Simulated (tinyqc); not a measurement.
Inside a calculation: smearing for a one-band metal on the square lattice. Values are carried at full precision from step to step, so a last printed digit may differ when a step is redone from the rounded ones.

Lattice vectors (units of a): a1 = (1, 0), a2 = (0, 1). E(k) = -t A_1(k) - t2 A_2(k), A_m the sum of cos(k . R) over the 4 nearest and 4 second lattice vectors. Mesh k = sum (j_i/N) b_i, j_i = 0 .. N-1.

Parameters, chosen for this exercise:
```
symbol  value  unit  meaning
t       0.88   eV    nearest hopping
t2      0.18   eV    second hopping
N       8            unshifted mesh
ne      0.72         electrons per cell
sigma   0.088  eV    width
```

## Levels on the mesh

Evaluate the band and collect equal energies with their counts.

Distinct levels:
```
E_k (eV),points
-4.2400,1
-3.5136,4
-2.8490,4
-1.7600,4
-1.2445,8
-0.0064,4
0.0000,4
0.3600,8
0.7200,2
1.0246,4
1.2445,8
1.7600,4
2.1290,4
2.4954,4
2.8000,1
```

15 distinct levels; the mean spacing is 0.503 eV.

## Fermi level with Methfessel-Paxton (first order) smearing

With x = (E_k - mu)/sigma: Methfessel-Paxton (first order) f = erfc(x)/2 - x exp(-x^2)/(2 sqrt(pi)), s = (1 - 2 x^2) exp(-x^2)/(4 sqrt(pi)). With weights w = points/N^d (d the dimension), mu solves 2 sum w f = ne; E = 2 sum w f E_k, S = 2 sum w s, F = E - sigma S.

Weights w = points/total. Bisection from the lowest and highest level; ten steps are shown.

Bisection:
```
step,low (eV),high (eV),mu (eV),electrons
1,-4.2400,2.8000,-0.7200,0.6562
2,-0.7200,2.8000,1.0400,1.2988
3,-0.7200,1.0400,0.1600,0.9086
4,-0.7200,0.1600,-0.2800,0.6562
5,-0.2800,0.1600,-0.0600,0.6716
6,-0.0600,0.1600,0.0500,0.8866
7,-0.0600,0.0500,-0.0050,0.7769
8,-0.0600,-0.0050,-0.0325,0.7151
9,-0.0325,-0.0050,-0.0187,0.7446
10,-0.0325,-0.0187,-0.0256,0.7293
```

## Occupations and energies

Converge mu, then list x, f and s of each level and form the sums.

mu = -0.0301 eV

x, f and s of each level:
```
E_k (eV),x,f,s
-4.2400,-47.84,1.0000,0.0000
-3.5136,-39.59,1.0000,0.0000
-2.8490,-32.03,1.0000,0.0000
-1.7600,-19.66,1.0000,0.0000
-1.2445,-13.80,1.0000,0.0000
-0.0064,0.27,0.2812,0.1122
0.0000,0.34,0.2288,0.0962
0.3600,4.43,0.0000,0.0000
0.7200,8.52,0.0000,0.0000
1.0246,11.98,0.0000,0.0000
1.2445,14.48,0.0000,0.0000
1.7600,20.34,0.0000,0.0000
2.1290,24.53,0.0000,0.0000
2.4954,28.70,0.0000,0.0000
2.8000,32.16,0.0000,0.0000
```

E = -1.4592 eV
S = 0.0261
F = -1.4615 eV
(E + F)/2 = -1.4603 eV

Levels with f between 0.001 and 0.999: 2. For this scheme F itself has no term in sigma^2, so F is the estimate of the energy at zero width. That argument needs a smooth density of states, and the number of distinct levels within 2 sigma of mu is only 2, so it may fail on this mesh.

## Checks

- The slope dF/d sigma by finite differences against -S: both -0.026055.
- The slope dF/d ne by finite differences against mu (eV): both -0.030053.

(tinyqc, `OMP_NUM_THREADS=1 python tinyqc.py 1651995 1651996 out.jsonl`, Intel(R) Xeon(R) Processor @ 2.30GHz, 1 thread, shared host, about 0.08 s.)
